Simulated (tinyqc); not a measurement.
Energy and delay of logic against supply voltage: two steps of the calculation.

One expression serves below and above threshold: I(Vg) = Ik [ln(1 + exp((Vg - VT + dd V)/(al nf Vt)))]^al, with I_on = I(V) and I_off = I(0). Gate delay td = kd C V/I_on, clock period LD td. Per gate and cycle the switching energy is act C V^2 and the leakage energy I_off V LD td. No short-circuit current, no variation. Minima are sought above 0.09 V; below a few Vt gates no longer switch and the model has no meaning.

Inputs (values chosen for the exercise); values of the order met in logic technologies:
```
symbol,value,unit,meaning
T,300,K,temperature
VT,0.35,V,threshold voltage at zero drain bias
nf,1.24,,slope factor
dd,0.1,,barrier lowering per volt of supply
Ik,0.56,uA,specific current of a gate
al,1.22,,exponent of the current law
C,1,fF,load capacitance of a gate
kd,1,,delay factor
LD,12,,logic depth
act,0.2,,activity factor
V,0.9,V,supply voltage
```

Constants: q = 1.602176634e-19 C, kB = 1.380649e-23 J/K, Vt = kB T/q. Results are converted to the units shown.

Problem 1. Currents, delay and energies. I_on, I_off, td, clock frequency 1/(LD td), both energies and their sum.

Give: I_on; I_off; td; clock frequency; switching energy; leakage energy; energy.

Solution 1.

I_on = 16.95 uA
I_off = 0.1680 nA
td = 53.10 ps
clock frequency = 1.569 GHz
switching energy = 162.0 aJ
leakage energy = 0.09637 aJ
energy = 162.1 aJ

I_on/I_off = 1.01e5; leakage makes up 0.0595 % of the energy.

Problem 2. New V. Minimum-energy supply: E(V) is the energy per gate and cycle; with h = 0.001 V, E' = (E(V + h) - E(V - h))/(2 h), E'' = (E(V - h) - 2 E(V) + E(V + h))/h^2, V(new) = V - E'/E''.

V at the start = 0.1 V

Find: E'; E''; V after iteration 1.

Solution 2.

E' = -19.219 aJ/V
E'' = 4.6486 aJ/V^2
V after iteration 1 = 4.2344 V

Program tinyqc, `OMP_NUM_THREADS=1 python tinyqc.py 2082158 2082159 out.jsonl`; Intel Xeon 2.30GHz, shared host, one thread, about 0.01 s.
